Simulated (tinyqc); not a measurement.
# Electromigration in a confined line: Blech product, Korhonen stress evolution and Black's law, step by step

A worked calculation. Computed by tinyqc, a small Python program that keeps every step. Command: `OMP_NUM_THREADS=1 python tinyqc.py 3019858 3019859 out.jsonl emigr walk`. One thread of a shared host (Intel(R) Xeon(R) Processor @ 2.30GHz), about 0.01 s of CPU time with the checks. Intermediate numbers are printed to about 6 digits and carried at full precision; extremes and crossings named in words are read from the listed rows.

The electron wind pushes atoms from the cathode (x = 0) to the anode (x = L); blocking ends build a back stress (tension positive). The input rho is taken not to change with temperature. d sigma/dt = d/dx [kappa (d sigma/dx + G)], with zero flux at both ends and sigma = 0 at t = 0.

Inputs (values chosen for the exercise, close to those used for ruthenium lines):
```
quantity                              value          unit
resistivity rho                        11.8  micro-ohm cm
atomic volume Omega                    13.6    angstrom^3
effective charge number Z*             0.96             -
prefactor D0                        7.3e-07         m^2/s
activation energy E                    1.34            eV
effective modulus B                      57           GPa
critical stress sigma_c                 570           MPa
current density j                       2.6       MA/cm^2
line length L                            20            um
test temperature T                      310             C
time as a fraction of L^2/kappa, s      0.1             -
use temperature T_u                      85             C
use current density j_u                 1.9       MA/cm^2
current exponent n                      1.2             -
```

Start: stress-free.

Constants: e = 1.602176634e-19 C; k_B = 8.617333262e-05 eV/K; k_B = 1.380649e-23 J/K.

## Driving force and diffusivities

G = Z* e rho j/Omega; D = D0 exp(-E/(k_B T)); kappa = D B Omega/(k_B T); drift velocity of an unconfined line v = D Z* e rho j/(k_B T). SI: 1 micro-ohm cm = 1e-8 ohm m, 1 MA/cm^2 = 1e10 A/m^2. Temperatures in kelvin are T(C) + 273.15.

stress gradient G = 34.6975 MPa/um

diffusivity D = 1.91687e-18 m^2/s

kappa = 1.84562e-16 m^2/s

drift velocity = 0.404454 nm/h

## Steady state and Blech product

At steady state sigma(x) = G (L/2 - x). A void forms only if the cathode stress reaches sigma_c, that is if j L exceeds (j L)_c = 2 Omega (sigma_c)/(Z* e rho). Time scale tau = L^2/kappa.

steady cathode stress = 346.975 MPa

j L = 5200 A/cm

critical product (j L)_c = 8542.40 A/cm

tau = 602.025 h

j L is 0.609 times the critical product: the back stress stops the flux first, and the line is immortal in this model.

## Series terms at the cathode

sigma(x, t) = G L [1/2 - x/L - 4 sum_(m odd) cos(m pi x/L) exp(-m^2 pi^2 s)/(m pi)^2], s = t/tau, summed to m = 399. The terms at x = 0 are 4 exp(-m^2 pi^2 s)/(m pi)^2; tau = L^2/kappa.

terms for m = 1, 3, 5, 7: 0.151053  6.24934e-06  3.11913e-13  8.21527e-24

cathode stress at time s = 242.148 MPa

time t = 60.2025 h

## Stress along the line

Steady state: G L (1/2 - x/L). Take x/L = 0, 0.1, 0.2, 0.3, 0.4, 0.6, 0.8 and 1.

Stress (MPa):
```
x/L  at time s  steady state
0.0    242.148       346.975
0.1    177.885       277.580
0.2    123.383       208.185
0.3     77.181       138.790
0.4     37.006        69.395
0.6    -37.006       -69.395
0.8   -123.383      -208.185
1.0   -242.148      -346.975
```

## Finite line against the semi-infinite law

Semi-infinite line: sigma(0, t) = 2 G L sqrt(s/pi). One-term form: keep m = 1 alone.

Cathode stress (MPa):
```
s            t (h)  full series  semi-infinite  one term
0.002  1.20405e+00       35.019         35.019    71.225
0.005  3.01013e+00       55.369         55.369    79.270
0.01   6.02025e+00       78.304         78.304    92.160
0.02   1.20405e+01      110.738        110.738   116.108
0.05   3.01013e+01      174.906        175.093   175.274
0.1    6.02025e+01      242.148        247.619   242.152
0.2    1.20405e+02      307.907        350.185   307.907
0.4    2.40810e+02      341.548        495.237   341.548
0.8    4.81620e+02      346.870        700.371   346.870
```

Among these rows the semi-infinite law holds to 1 % up to s = 0.05 and the one-term form from s = 0.05 on: the far end is felt once sqrt(kappa t) is no longer small against L, and by then the terms with m > 1 have nearly died out. The critical stress 570 MPa is not reached in these rows.

## Extrapolation by Black's law

Median life t50 = A j^(-n) exp(E/(k_B T)); acceleration factor = t50(use)/t50(test) = (j/j_u)^n exp[(E/k_B)(1/T_u - 1/T)].

current factor = 1.45701

temperature factor = 1.88514e+07

acceleration factor = 2.74667e+07

At the use current j_u L lies below the critical product, where Black's law does not apply: the line would not fail by this mechanism. Caution: the test j L lies below the critical product, so the line would not void in the test and the acceleration factor is formal. Caution: an acceleration factor above a million assumes one mechanism over a range that no test covers. Caution: j_u L lies below the critical product, so the acceleration factor is formal: at use the line would not void.

Checks made by the program: series against a 200-cell finite-volume solution (on the scale of G L) (relative difference 1e-06).
